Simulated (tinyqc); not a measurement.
Inside a calculation. Model: Tersoff bond-order potential. Computed by tinyqc, a small Python program that keeps every step. Command: `OMP_NUM_THREADS=1 python tinyqc.py 3004576 3004577 out.jsonl tersoff walk`. One thread of a shared host (Intel(R) Xeon(R) Processor @ 2.30GHz), about 0.01 s of CPU time with the checks. Intermediate numbers are printed to about 6 digits and carried at full precision; extremes and crossings named in words are read from the listed rows.

E = (1/2) sum_(i, j != i) [A exp(-lambda r_ij) - b_ij B exp(-mu r_ij)], b_ij = (1 + (beta zeta_ij)^n)^(-1/(2n)), zeta_ij = sum_(k != i, j) g(theta_ijk), g = 1 + c^2/d^2 - c^2/(d^2 + (h - cos theta)^2), with theta at atom i. Only nearest neighbours count (cut-off function 1 for them, 0 beyond).

Inputs (values chosen for the exercise, modelled on germanium):
```
quantity,value,unit
A,1754.2,eV
B,419.46,eV
lambda,2.4451,1/angstrom
mu,1.7047,1/angstrom
beta,9.64e-07,-
n,0.7481,-
c,106800,-
d,15.51,-
h,-0.4457,-
bond length r_12,2.35,angstrom
bond length r_13,2.45,angstrom
angle theta at atom 1,132,degrees
```

Constants: 1 eV/angstrom^3 = 160.2176634 GPa.

## An open trimer

Atom 1 binds atoms 2 and 3, which do not interact. b_12 = b_13 follow from zeta = g(theta); b_21 = b_31 = 1. E = sum over the two bonds of A exp(-lambda r) - (b + 1)/2 B exp(-mu r).

g(theta) = 9838.63

bond order b_12 = 0.980017

repulsive terms (eV): [5.60570, 4.38975]

attractive terms B exp(-mu r) (eV): [7.63638, 6.43951]

energy of the trimer = -3.93980 eV

g is least (g = 1) at cos theta = h, 116.5 degrees, wider than the tetrahedral 109.47.

## The diamond lattice

zeta = 3 g(cos theta = -1/3). With z equal bonds of order b, r = ln(lambda A/(mu b B))/(lambda - mu) and E per atom = -(z/2) b B exp(-mu r)(1 - mu/lambda). a0 = 4 r/sqrt3; B0 = phi''(r)/(3 a0) with phi'' = mu (lambda - mu) b B exp(-mu r), since b does not change under uniform scaling.

zeta = 7468.67

bond order b = 0.983664

bond length = 2.44188 angstrom

energy per atom of the diamond lattice = -3.88966 eV

lattice constant a0 = 5.63928 angstrom

bulk modulus B0 = 76.7701 GPa

## Elastic constants of the diamond lattice

Second derivatives of the energy per atom, volume V = a0^3/8: e_xx gives C11; e_xx = -e_yy gives 2 (C11 - C12); e_xy = e_yx = s/2 with a sublattice shift u_z gives C44 = (E_ss - E_su^2/E_uu)/V and Kleinman's parameter |E_su/E_uu|/(a0/4).

C11 = 146.647 GPa

C12 = 41.8318 GPa

C44 = 72.9421 GPa

Kleinman's parameter = 0.469821

## Unrelaxed vacancy

Each of the four neighbours loses one bond; its three other bonds now have zeta = 2 g, for the direction that starts at it. E_v = -E + 12 x (1/2)(b(3g) - b(2g)) B exp(-mu r), where -E is the pair-like cost.

b(2g) = 0.987874

unrelaxed vacancy energy E_v = 3.72475 eV

Stronger back bonds return 0.165 eV, so E_v is 96 % of the cohesive energy.

## Energy against coordination

Angles seen from one bond (cos theta: count): chain -1: 1; graphitic -1/2: 2; diamond -1/3: 3; square net 0: 2, -1: 1; simple cubic 0: 4, -1: 1; bcc 1/3: 3, -1/3: 3, -1: 1; fcc 1/2: 4, 0: 2, -1/2: 4, -1: 1.

Relaxed structures:
```
structure,z,zeta,b,r (angstrom),E per atom (eV),E per bond (eV)
dimer,1,0,1.00000,2.41963,-1.02677,-2.05355
chain,2,6.04836e+04,0.92744,2.52137,-1.60130,-1.60130
graphitic,3,1.16430e+03,0.99587,2.42522,-3.03850,-2.02567
diamond,4,7.46867e+03,0.98366,2.44188,-3.88966,-1.94483
square net,4,1.38730e+05,0.87459,2.60061,-2.63848,-1.31924
simple cubic,6,2.16976e+05,0.83478,2.66353,-3.39336,-1.13112
bcc,8,4.25915e+05,0.75797,2.79391,-3.28946,-0.82237
fcc,12,8.43569e+05,0.66128,2.97822,-3.14413,-0.52402
```

The lowest are diamond, simple cubic and bcc, the first two 0.496 eV apart. The bond order falls from 1 to 0.661 and the bond weakens from -2.05 to -0.52 eV, as b^(lambda/(lambda - mu)) with exponent 3.30. With the same z = 4 the square net lies 1.25 eV above diamond, from its angles alone. Caution: in bcc and other dense structures second neighbours can fall inside the usual cut-off; they are left out here.

Checks made by the program: (C11 + 2 C12)/3 against B0 (relative difference 5e-09).
